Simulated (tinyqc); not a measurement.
Inside a calculation. Model: oxide trap near a transistor channel: two-state multiphonon kinetics, telegraph noise and bias instability. Computed by tinyqc, a small Python program that keeps every step. Command: `OMP_NUM_THREADS=1 python tinyqc.py 3011180 3011181 out.jsonl oxidetrap walk`. One thread of a shared host (Intel(R) Xeon(R) Processor @ 2.30GHz), about 0.01 s of CPU time with the checks. Intermediate numbers are printed to about 5 digits and carried at full precision; extremes and crossings named in words are read from the listed rows.

An n-channel device under positive gate bias. The trap is empty (state 1) or holds an electron (state 2); both states are parabolas of equal curvature, and the electron reservoir is taken at the Fermi level of the channel.

Inputs (values chosen for the exercise, with an insulator like Al2O3 on silicon):
```
quantity,value,unit
insulator constant eps_ox,9.15,-
insulator thickness t_ox,1.8,nm
trap depth x from the interface,0.35,nm
tunnel barrier phi_b,2.19,eV
tunnelling mass m_ox,0.37,m_0
trap level above E_F at zero field E_t,0.21,eV
relaxation energy E_R,1.9,eV
oxide field F,6.2,MV/cm
attempt rate k_0 at the interface,2e+12,1/s
temperature T,350,K
channel width W,56,nm
channel length L,36,nm
frequency f,5000,Hz
stress time t_s,300,s
trap density N_t,2.8e+18,cm^-3 eV^-1
mean capture barrier mu_c,1.2,eV
spread of the barriers s_c,0.17,eV
saturation shift dV_max,130,mV
```

Parts treated: one trap and an ensemble.

Constants: hbar^2/(2 m_0) = 3.80998212 eV angstrom^2; k_B = 8.617333262e-05 eV/K; e = 1.602176634e-19 C; eps_0 = 8.8541878128e-12 F/m.

## Tunnelling factor

kappa = sqrt(2 m_ox phi_b)/hbar = sqrt(m_ox phi_b/(hbar^2/2m_0)); attenuation length lambda = 1/(2 kappa); factor exp(-x/lambda) for a rectangular barrier.

kappa = 4.6117 1/nm

attenuation length lambda = 0.10842 nm

tunnelling factor = 0.039629

Caution: a field 1.5 times as high comes near the usual breakdown field of such an insulator.

## Barriers and time constants

E_21 = E_t - e F x is the energy of state 2 over state 1; barriers E_c = (E_R + E_21)^2/(4 E_R), E_e = E_c - E_21; tau_c = exp(E_c/k_B T)/(k_0 P), tau_e = exp(E_e/k_B T)/(k_0 P), P the tunnelling factor; occupation f_2 = tau_e/(tau_c + tau_e); 1/tau_0 = 1/tau_c + 1/tau_e.

E_21 = -0.007 eV

capture barrier E_c = 0.47151 eV

emission barrier E_e = 0.47851 eV

capture time tau_c = 7.7687e-05 s

emission time tau_e = 9.7982e-05 s

occupation f_2 = 0.55776

tau_0 = 4.3331e-05 s

The two times are within a factor 30 of each other, so the trap switches between both states and shows as telegraph noise.

## Step height and noise

Charge-sheet step dV = e (t_ox - x)/(eps_ox eps_0 W L); Lorentzian spectrum S(f) = 4 dV^2 tau_0^2/((tau_c + tau_e)(1 + (2 pi f tau_0)^2)); corner 1/(2 pi tau_0); variance dV^2 f_2 (1 - f_2) = dV^2 tau_0/(tau_c + tau_e).

threshold step dV = 1.4224 mV

corner frequency = 3673.0 Hz

S(f) = 3.0317e-11 V^2/Hz

root-mean-square noise = 0.70643 mV

f lies near the corner. Random dopants and current percolation, left out here, spread real steps around this value.

## Stress and recovery of one trap

From the zero-field occupation f(0), f(t) = f_2 + (f(0) - f_2) exp(-t/tau_0) under the field; after t_s the field is removed and f relaxes with the zero-field constants.

occupation at zero field = 9.4563e-04

tau_0 at zero field = 3.2499e-06 s

occupation after stress = 0.55776

half-time of recovery = 2.2526e-06 s

## Bias dependence of the times

The formulas are those given above.

Against field:
```
F (MV/cm),E_21 (eV),tau_c (s),tau_e (s),f_2
0.00,0.2100,0.0034367,3.2529e-06,9.4563e-04
1.86,0.1449,0.0010560,8.6537e-06,8.1281e-03
3.72,0.0798,0.0003367,2.3888e-05,6.6246e-02
4.96,0.0364,0.0001604,4.7984e-05,2.3026e-01
6.20,-0.0070,0.0000777,9.7982e-05,5.5776e-01
7.44,-0.0504,0.0000382,2.0339e-04,8.4172e-01
9.30,-0.1155,0.0000136,6.2733e-04,9.7874e-01
```

ln(tau_c/tau_e) falls by e x/k_B T = 1.160 per MV/cm, which measures the depth x if the change of surface potential with bias is left aside. Over these rows tau_c shortens by 2.40 decades and tau_e lengthens by 2.29; the two share the shift almost equally, as the first and last E_21 average to little against E_R. The times cross at F = E_t/(e x) = 6.00 MV/cm.

## Many traps: 1/f noise

McWhorter number fluctuations for traps uniform in depth and energy: S_V = e^2 k_B T N_t lambda/(W L C_ox^2 f), C_ox = eps_ox eps_0/t_ox. The number of traps within k_B T in energy and one decade in time is N_t k_B T lambda ln(10) W L.

C_ox = 4.5009 microF/cm^2

1/f noise S_V(f) = 1.1510e-11 V^2/Hz

active traps per decade = 0.042502

With less than one active trap per decade a single device shows separate Lorentzians; 1/f is only the average over many devices. Caution: N_t k_B T lambda ln(10) W L, the number of active traps per decade, is below one, so S_V is only the mean over many devices.

## Many traps: shift under stress

For a normal spread of capture barriers (given for the stress field, with depth and field not resolved, k_0 being taken as the effective rate of the ensemble), traps with barrier below k_B T ln(k_0 t) are filled: dV(t) = (dV_max/2) erfc((mu_c - k_B T ln(k_0 t))/(sqrt(2) s_c)); local exponent n = d ln dV/d ln t (central difference, factor 1.01 in t).

filling front k_B T ln(k_0 t_s) = 1.0263 eV

shift after t_s = 19.949 mV

local time exponent n = 0.27368

## Power law or saturation

The extrapolation continues the power law fitted through 10 s and 1000 s.

Against stress time:
```
t (s),shift (mV),local exponent,power law (mV),shift at T + 50 K (mV)
1.00e-03,7.2618e-02,0.62540,4.1799e-01,4.2896e-01
1.00e-01,9.4891e-01,0.49147,1.6820e+00,4.8516e+00
1.00e+01,6.7684e+00,0.36295,6.7684e+00,2.5735e+01
1.00e+03,2.7236e+01,0.24372,2.7236e+01,6.9394e+01
1.00e+05,6.5462e+01,0.14055,1.0960e+02,1.0995e+02
1.00e+07,1.0343e+02,0.06325,4.4103e+02,1.2669e+02
3.00e+08,1.2006e+02,0.02759,1.2332e+03,1.2946e+02
```

The exponent falls from 0.625 to 0.028 as the front climbs the distribution, so the power law overstates the shift at 3e8 s (about ten years) by a factor 10.3. Heating by 50 K raises the shift at 1000 s by a factor 2.55: time and temperature enter only through T ln(k_0 t).

Checks made by the program: detailed balance tau_c/tau_e = exp(E_21/k_B T) (relative difference below 1e-10); the integral of S(f) against the variance (relative difference below 1e-10).
